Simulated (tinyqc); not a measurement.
# p-n diode, drift-diffusion by the Gummel loop with Scharfetter-Gummel fluxes, step by step

Computed by the program tinyqc: `OMP_NUM_THREADS=1 python tinyqc.py 2240112 2240113 out.jsonl`, one thread of a shared Intel Xeon 2.30GHz, about 0.2 s for the whole run. Printed values are rounded.

Abrupt junction at x = 0, p side from -Lp, n side to Ln, ohmic contacts. psi is counted from the intrinsic level; n = ni exp((psi - phin)/Vt), p = ni exp((phip - psi)/Vt). Contacts: p side psi = V - Vt ln(Na/ni), p = Na, n = ni^2/Na; n side psi = Vt ln(Nd/ni), n = Nd, p = ni^2/Nd. Constant mobilities, D = mu Vt, Boltzmann statistics, SRH recombination through a mid-gap level, U = (n p - ni^2)/(tp (n + ni) + tn (p + ni)). Current is positive from the p contact to the n contact.

Values chosen for this exercise; band and dielectric values close to those of germanium:

| symbol | value | unit | meaning |
|---|---|---|---|
| T | 300 | K | temperature |
| Eg | 0.668 | eV | band gap |
| eps_r | 15.8 |  | relative permittivity |
| Nc | 1.04e19 | cm^-3 | conduction-band density of states at T |
| Nv | 6.01e18 | cm^-3 | valence-band density of states at T |
| Na | 1.3e17 | cm^-3 | acceptor density of the p side |
| Nd | 3.6e17 | cm^-3 | donor density of the n side |
| mun | 1700 | cm^2/(V s) | electron mobility |
| mup | 850 | cm^2/(V s) | hole mobility |
| tn | 2e-9 | s | SRH lifetime of electrons |
| tp | 1e-9 | s | SRH lifetime of holes |
| G | 0 | cm^-3 s^-1 | uniform generation rate |
| V | 0.16 | V | bias of the p contact |

Constants: q = 1.602176634e-19 C, kB = 1.380649e-23 J/K, Vt = kB T/q, eps0 = 8.8541878128e-14 F/cm where lengths are in cm. Results are converted to the units shown.

## Intrinsic density and built-in voltage

ni = sqrt(Nc Nv) exp(-Eg/(2 Vt)), Eg in volts; Vbi = Vt ln(Na Nd/ni^2).

ni = 1.936426e13 cm^-3
Vbi = 0.4819405 V

## Round 1: Poisson equation

| node | x (nm) | phin at the start (V) | phip at the start (V) |
|---|---|---|---|
| 0 | -2300 | 0.16 | 0.16 |
| 1 | -1160 | 0 | 0.16 |
| 2 | -574 | 0 | 0.16 |
| 3 | -278 | 0 | 0.16 |
| 4 | -126 | 0 | 0.16 |
| 5 | -49.3 | 0 | 0.16 |
| 6 | -10 | 0 | 0.16 |
| 7 | 10 | 0 | 0.16 |
| 8 | 55.6 | 0 | 0.16 |
| 9 | 160 | 0 | 0.16 |
| 10 | 397 | 0 | 0.16 |
| 11 | 940 | 0 | 0.16 |
| 12 | 2180 | 0 | 0.16 |
| 13 | 5000 | 0 | 0 |

With phin and phip held, solve a_i (psi_(i+1) - psi_i) - a_(i-1) (psi_i - psi_(i-1)) + q w_i (p_i - n_i + C_i) = 0 for the inner nodes by Newton steps to convergence; a_i = eps0 eps_r/h_i, h_i = x_(i+1) - x_i, w_i = (h_(i-1) + h_i)/2, C = -Na or +Nd.

| node | psi (V) | n after Poisson (cm^-3) | p after Poisson (cm^-3) |
|---|---|---|---|
| 0 | -0.0678042 | 2.884419e9 | 1.3e17 |
| 1 | -0.0678045 | 1.405838e12 | 1.300014e17 |
| 2 | -0.0678045 | 1.405838e12 | 1.300014e17 |
| 3 | -0.0678033 | 1.405903e12 | 1.299954e17 |
| 4 | -0.0675699 | 1.418653e12 | 1.288271e17 |
| 5 | -0.0556564 | 2.249131e12 | 8.125849e16 |
| 6 | 0.0776939 | 3.910223e14 | 4.673927e14 |
| 7 | 0.2337930 | 1.638894e17 | 1.115148e12 |
| 8 | 0.2537704 | 3.549407e17 | 5.149055e11 |
| 9 | 0.2541350 | 3.599827e17 | 5.076938e11 |
| 10 | 0.2541363 | 3.600005e17 | 5.076686e11 |
| 11 | 0.2541363 | 3.600005e17 | 5.076686e11 |
| 12 | 0.2541363 | 3.600005e17 | 5.076686e11 |
| 13 | 0.2541363 | 3.6e17 | 1.041596e9 |

## Round 1: electron continuity

With psi and p held, F_i = (mun Vt/h_i) [n_(i+1) B(d_i) - n_i B(-d_i)], d_i = (psi_(i+1) - psi_i)/Vt, B(d) = d/(exp(d) - 1); solve F_i - F_(i-1) = w_i [(n_i p_i - ni^2)/den_i - G] for the new n, with den = tp (n + ni) + tn (p + ni) taken at the old n and p, h_i = x_(i+1) - x_i, w_i = (h_(i-1) + h_i)/2; phin = psi - Vt ln(n/ni).

| node | new n (cm^-3) | phin after round 1 (V) |
|---|---|---|
| 0 | 2.884419e9 | 0.1600000 |
| 1 | 6.632021e11 | 0.0194228 |
| 2 | 1.040613e12 | 0.0077769 |
| 3 | 1.246711e12 | 0.0031066 |
| 4 | 1.369143e12 | 0.0009183 |
| 5 | 2.243279e12 | 0.0000673 |
| 6 | 3.910063e14 | 0.0000011 |
| 7 | 1.638849e17 | 0.0000007 |
| 8 | 3.549313e17 | 0.0000007 |
| 9 | 3.599732e17 | 0.0000007 |
| 10 | 3.599915e17 | 0.0000006 |
| 11 | 3.599924e17 | 0.0000006 |
| 12 | 3.599947e17 | 0.0000004 |
| 13 | 3.6e17 | 0.0000000 |

## Round 1: hole continuity

With psi and the new n held, F_i = (mup Vt/h_i) [p_(i+1) B(-d_i) - p_i B(d_i)], d_i = (psi_(i+1) - psi_i)/Vt, B(d) = d/(exp(d) - 1); solve F_i - F_(i-1) = w_i [(n_i p_i - ni^2)/den_i - G] for the new p, with den = tp (n + ni) + tn (p + ni) taken at the new n and the old p, h_i = x_(i+1) - x_i, w_i = (h_(i-1) + h_i)/2; phip = psi + Vt ln(p/ni).

| node | new p (cm^-3) | phip after round 1 (V) |
|---|---|---|
| 0 | 1.3e17 | 0.1600000 |
| 1 | 1.299985e17 | 0.1599994 |
| 2 | 1.299971e17 | 0.1599992 |
| 3 | 1.299905e17 | 0.1599990 |
| 4 | 1.288219e17 | 0.1599990 |
| 5 | 8.125506e16 | 0.1599989 |
| 6 | 4.673566e14 | 0.1599980 |
| 7 | 1.113831e12 | 0.1599694 |
| 8 | 5.029848e11 | 0.1593945 |
| 9 | 4.607940e11 | 0.1574942 |
| 10 | 3.888865e11 | 0.1531094 |
| 11 | 2.615560e11 | 0.1428555 |
| 12 | 1.018188e11 | 0.1184653 |
| 13 | 1.041596e9 | 0.0000000 |

## Course of the Gummel loop

Stop when phin and phip change by less than 1e-8 V, or after 80 rounds. J = Jn at the p contact + Jp at the n contact + q sum w_i U_i - q G sum w_i over the inner nodes, which avoids differences of large majority fluxes: Jn = (q mun Vt/h_0)[n_1 B(d_0) - n_0 B(-d_0)], Jp = (q mup Vt/h_last)[p_(N-1) B(d_last) - p_N B(-d_last)], d_i = (psi_(i+1) - psi_i)/Vt, B(d) = d/(exp(d) - 1), w_i = (h_(i-1) + h_i)/2.

Course of the iteration:

| round | J (A/cm^2) | largest change of phin, phip (V) |
|---|---|---|
| 1 | 0.1292634 | 0.0415 |
| 2 | 0.1292622 | 2.13e-7 |
| 3 | 0.1292621 | 7.67e-9 |

Converged in 3 rounds.

## Recombination and current

| node | converged psi (V) | converged n (cm^-3) | converged p (cm^-3) |
|---|---|---|---|
| 0 | -0.0678042 | 2.884419e9 | 1.3e17 |
| 1 | -0.0678049 | 6.631858e11 | 1.300007e17 |
| 2 | -0.0678053 | 1.040579e12 | 1.300010e17 |
| 3 | -0.0678043 | 1.246666e12 | 1.299953e17 |
| 4 | -0.0675710 | 1.369090e12 | 1.288270e17 |
| 5 | -0.0556574 | 2.243199e12 | 8.125812e16 |
| 6 | 0.0776940 | 3.910074e14 | 4.673563e14 |
| 7 | 0.2337936 | 1.638887e17 | 1.113807e12 |
| 8 | 0.2537710 | 3.549407e17 | 5.029724e11 |
| 9 | 0.2541357 | 3.599826e17 | 4.607828e11 |
| 10 | 0.2541369 | 3.600004e17 | 3.888773e11 |
| 11 | 0.2541368 | 3.600003e17 | 2.615501e11 |
| 12 | 0.2541367 | 3.600001e17 | 1.018167e11 |
| 13 | 0.2541363 | 3.6e17 | 1.041596e9 |

U_i as defined. J = Jn at the p contact + Jp at the n contact + q sum w_i U_i - q G sum w_i over the inner nodes, which avoids differences of large majority fluxes: Jn = (q mun Vt/h_0)[n_1 B(d_0) - n_0 B(-d_0)], Jp = (q mup Vt/h_last)[p_(N-1) B(d_last) - p_N B(-d_last)], d_i = (psi_(i+1) - psi_i)/Vt, B(d) = d/(exp(d) - 1), w_i = (h_(i-1) + h_i)/2.

| node | U (cm^-3 s^-1) |
|---|---|
| 0 | 0 |
| 1 | 3.300761e20 |
| 2 | 5.187294e20 |
| 3 | 6.217487e20 |
| 4 | 6.829322e20 |
| 5 | 1.118877e21 |
| 6 | 1.317843e23 |
| 7 | 1.111111e21 |
| 8 | 5.018324e20 |
| 9 | 4.596658e20 |
| 10 | 3.877723e20 |
| 11 | 2.604661e20 |
| 12 | 1.007588e20 |
| 13 | 0 |

Jn at the p contact = 0.04078465 A/cm^2
Jp at the n contact = 0.001258146 A/cm^2
recombination = 0.08721935 A/cm^2
generation = 0 A/cm^2
J = 0.1292621 A/cm^2

A 500-node mesh gives J = 0.09642 A/cm^2; this mesh differs from it by 0.033 A/cm^2 (34 %).
